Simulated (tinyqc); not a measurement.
Bond unit of a tetrahedral oxide and its oxygen vacancy in tight binding: sweeps and comparisons. A value that a table varies takes the place of the one given here.

Two sp3 hybrids h1, h2 at eh = (es + 3 ep)/4 point at one oxygen with orbitals s, px, py, pz; x joins the two cations, z bisects the angle phi, and th = (180 - phi)/2. With u = hbar^2/(m d^2) = 2c/d^2, c = hbar^2/2m0: Vhs = -(1.32 + sqrt3 x 1.42) u/2 and Vhp = (1.42 + sqrt3 x 2.22) u/2. <h|s> = Vhs for both; <h1|px> = Vhp cos(th), <h2|px> = -Vhp cos(th); <h|pz> = Vhp sin(th) for both; py is a lone pair. The unit holds 8 electrons. Coupling between units, which widens the levels into bands, is left out.

Without the oxygen the two hybrids face each other at distance R and couple by -V2, V2 = 3.22 x 2c/R^2, c = hbar^2/2m0: a bond at eh - V2 with two electrons and an antibond at eh + V2. Levels are measured from eop, the lone-pair level that stands for the top of the valence band.

Constants: hbar^2/2m0 = 3.80998211 eV angstrom^2.

Values chosen for the exercise (near tabulated values for SiO2; the results hold for these values, not for the real material): es = -14.65 eV (s level of the cation); ep = -7.65 eV (p level of the cation); eos = -33.37 eV (s level of oxygen); eop = -16.95 eV (p level of oxygen); d = 1.61 angstrom (cation-oxygen distance); phi = 149 degrees (bond angle at oxygen); R = 2.34 angstrom (cation-cation distance across the vacancy).

## Bond angle at oxygen

phi is varied at fixed d. Levels above eop; cation-cation distance 2 d cos(th); band energy is twice the sum of the four filled levels, relative to phi = 180; excess on O is the number of electrons on oxygen less 6.

Against phi:
```
phi (deg)  distance (angstrom)  level 2  level 3  level 5  level 6  excess on O  band energy (eV)
110                      2.638   -5.953   -2.677   12.755   13.503        0.909            -2.020
120                      2.789   -6.427   -2.138   12.170   13.977        0.935            -1.798
130                      2.918   -6.838   -1.606   11.598   14.388        0.972            -1.476
140                      3.026   -7.180   -1.105   11.062   14.730        1.017            -1.090
150                      3.110   -7.450   -0.662   10.592   15.000        1.066            -0.690
160                      3.171   -7.645   -0.309   10.220   15.195        1.114            -0.336
170                      3.208   -7.763   -0.080    9.979   15.313        1.149            -0.089
180                      3.220   -7.802    0.000    9.895   15.352        1.162             0.000
```

Bending moves coupling from px to pz: level 2 rises from -7.80 to -5.95 eV and level 3 falls from 0.00 to -2.68 eV between 180 and 110 degrees. The lowest empty level is lowest at 180 degrees (9.90 eV) and highest at 110 (12.76 eV), so a spread of angles in a glass smears the conduction edge. The band energy is lowest at 110 degrees of those listed (-2.02 eV); the repulsion of the cations, not included, opposes bending.

## The vacancy as the cations move

R is varied; eh = (es + 3 ep)/4. The last two columns are the band energies of the bond with two electrons, -2 V2, and with one, -V2.

Against R (eV):
```
R (angstrom)     V2  bond level  antibond level  two electrons  one electron
2.20          5.069       2.481          12.619        -10.139        -5.069
2.35          4.443       3.107          11.993         -8.886        -4.443
2.50          3.926       3.624          11.476         -7.852        -3.926
2.70          3.366       4.184          10.916         -6.731        -3.366
3.00          2.726       4.824          10.276         -5.453        -2.726
3.30          2.253       5.297           9.803         -4.506        -2.253
3.70          1.792       5.758           9.342         -3.585        -1.792
4.20          1.391       6.159           8.941         -2.782        -1.391
```

The bond level rises from 2.48 eV at 2.2 to 6.16 eV at 4.2 angstrom, towards the lone hybrid at 7.55 eV. Taking one electron away halves the pull between the cations (at 2.5 angstrom from 6.28 to 3.14 eV/angstrom), so the positive vacancy relaxes outward and its level moves up: capture and release of a hole take place at different energies.

## What each value does

Spacing from the highest filled to the lowest empty level, excess electrons on oxygen (their number less 6), and the vacancy bond level eh - V2 - eop, V2 = 3.22 x 2c/R^2. Each row changes one parameter from the base and keeps the others.

Results:
```
case               spacing (eV)  excess on O  vacancy level (eV)
base                    10.6356       1.0612              3.0690
es = -14.15 eV          10.7435       1.0694              3.1940
ep = -7.15 eV           10.9598       1.0855              3.4440
eos = -31.37 eV         10.7910       1.0456              3.0690
eop = -16.45 eV         10.1696       1.0311              2.5690
d = 1.65 angstrom       10.3842       1.0913              3.0690
phi = 141 degrees       11.0121       1.0214              3.0690
R = 2.49 angstrom       10.6356       1.0612              3.5926
```

The largest shifts from the base row, up to three for each result and ties (the steps differ in size, so this ranks the rows, not the parameters). spacing (eV): eop -0.4660, phi +0.3764, ep +0.3242; unchanged at the printed digits by R. excess on O: phi -0.0399, eop -0.0302, d +0.0301; unchanged at the printed digits by R. vacancy level (eV): R +0.5236, eop -0.5000, ep +0.3750; unchanged at the printed digits by eos, d and phi.

Program tinyqc; command `OMP_NUM_THREADS=1 python tinyqc.py 1480128 1480129 out.jsonl`; about 0.01 s on one thread of a shared Intel(R) Xeon(R) Processor @ 2.30GHz.
